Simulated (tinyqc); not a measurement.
Abrupt p-n junction, non-linear Poisson equation by Newton steps: two steps of the calculation.

One dimension, p side on the left, n side on the right; net doping C = -Na for x < 0 and +Nd for x > 0. The potential psi is counted from the intrinsic level, and the quasi-Fermi potentials are flat: 0 for holes and -V for electrons, so n = ni exp((psi + V)/Vt) and p = ni exp(-psi/Vt) (Boltzmann statistics, full ionisation, no current).

Parameters, values chosen for the exercise; band and dielectric values close to those of indium phosphide:
- T = 350 K (temperature)
- Eg = 1.34 eV (band gap)
- eps_r = 12.6 (relative permittivity)
- Nc = 7.04e17 cm^-3 (conduction-band density of states at T)
- Nv = 1.37e19 cm^-3 (valence-band density of states at T)
- Na = 1.7e16 cm^-3 (acceptor density of the p side)
- Nd = 1.8e17 cm^-3 (donor density of the n side)
- V = 0 V (bias of the p side against the n side)

Constants: q = 1.602176634e-19 C, kB = 1.380649e-23 J/K, Vt = kB T/q, eps0 = 8.8541878128e-14 F/cm where lengths are in cm. Results are converted to the units shown.

Task 1. Densities, residual and Jacobian diagonal. n_i = ni exp((psi_i + V)/Vt), p_i = ni exp(-psi_i/Vt), rho_i = p_i - n_i + C_i, g_i = (n_i + p_i)/Vt. Box widths w_i = (h_(i-1) + h_i)/2 in cm. Residual F_i = a_i (psi_(i+1) - psi_i) - a_(i-1) (psi_i - psi_(i-1)) + q rho_i w_i; Jacobian: a_(i-1) and a_i beside the diagonal, b_i = -a_(i-1) - a_i - q g_i w_i on it. The two end nodes are fixed.

```
node  x (nm)  psi after iteration 1 (V)  net doping C (cm^-3)
0       -676                -0.51293075               -1.7e16
1       -409                -0.51203451               -1.7e16
2       -245                -0.48603621               -1.7e16
3       -144                -0.26980136               -1.7e16
4      -81.3                -0.00926822               -1.7e16
5      -42.8                 0.19873373               -1.7e16
6      -19.1                 0.34491151               -1.7e16
7       -4.5                 0.44184311               -1.7e16
8        4.5                 0.50308964                1.8e17
9       14.4                 0.54811633                1.8e17
10      25.2                 0.57148692                1.8e17
11      37.1                 0.57919512                1.8e17
12      50.1                 0.58246711                1.8e17
13      64.4                 0.58362823                1.8e17
14      80.1                 0.58398077                1.8e17
15      97.3                 0.58407555                1.8e17
16       116                 0.58410218                1.8e17
```

coupling a_i, interval 0 to 15 (F/cm^2): 4.1783808e-8  6.8026077e-8  1.1045818e-7  1.7793105e-7  2.8977342e-7  4.7072897e-7  7.6412854e-7  1.2395863e-6  1.1268966e-6  1.0329886e-6  9.3750224e-7  8.5817513e-7  7.8015921e-7  7.1059087e-7  6.4862074e-7  5.9659233e-7
ni = 6.9915140e8 cm^-3

Give: n; p; residual F; diagonal b.

Result 1.

```
node  n (cm^-3)  p (cm^-3)
0        28.754  1.7000e16
1        29.621  1.6502e16
2        70.139  6.9692e15
3         91118  5.3646e12
4      5.1418e8   9.5067e8
5     5.0841e11   9.6146e5
6     6.4726e13     7552.0
7     1.6100e15     303.61
8     1.2267e16     39.847
9     5.4588e16     8.9545
10    1.1847e17     4.1259
11    1.5297e17     3.1954
12    1.7050e17     2.8669
13    1.7719e17     2.7586
14    1.7928e17     2.7266
15    1.7984e17     2.7180
16    1.8000e17     2.7156
```

```
node  residual F (1e-9 C/cm^2)  diagonal b (F/cm^2)
1                       0.0126           -1.9989e-6
2                       0.8222           -6.6902e-7
3                       0.1856           -2.8862e-7
4                       0.1346           -4.6770e-7
5                       0.0657           -7.6051e-7
6                       0.0223           -1.2355e-6
7                      -1.6662           -2.0138e-6
8                       0.2158           -2.4281e-6
9                      -5.8024           -2.4600e-6
10                     -5.7267           -2.6848e-6
11                      0.9727           -2.8074e-6
12                      0.1752           -2.8747e-6
13                      0.0191           -2.9027e-6
14                      0.0016           -2.9258e-6
15                      0.0001           -2.9601e-6
```

Task 2. Check against the exact first integral and the depletion approximation. ni = sqrt(Nc Nv) exp(-Eg/(2 Vt)), Eg in volts. Exact first integral for an abrupt junction with thick neutral sides: psi_p = -Vt ln(Na/ni), psi_n = Vt ln(Nd/ni) - V, psi_j = (Nd psi_n + Na psi_p - Vt (Nd - Na))/(Na + Nd) at the junction, n_j = ni exp((psi_j + V)/Vt), p_j = ni exp(-psi_j/Vt), and E_j^2 = (2 q/(eps0 eps_r)) [Nd (psi_n - psi_j - Vt) + Vt (n_j + p_j)] (minority densities of the neutral sides neglected). Depletion approximation: Vbi = Vt ln(Na Nd/ni^2), W = sqrt(2 eps0 eps_r (Vbi - V)(1/Na + 1/Nd)/q), xp = W Nd/(Na + Nd), xn = W Na/(Na + Nd), peak field 2 (Vbi - V)/W, capacitance eps0 eps_r/W.

Wanted: psi_j; exact field at the junction; Vbi; W; peak field in the depletion approximation.

Result 2.

psi_j = 0.4645 V
exact field at the junction = 68.23 kV/cm
Vbi = 1.097 V
W = 313.6 nm
peak field in the depletion approximation = 69.96 kV/cm

Range of the model: The donor density exceeds a fifth of the band density of states, where Boltzmann statistics begin to fail.

Computed by the program tinyqc: `OMP_NUM_THREADS=1 python tinyqc.py 2000007 2000008 out.jsonl`, one thread of a shared Intel Xeon 2.30GHz, about 0.02 s for the whole run.
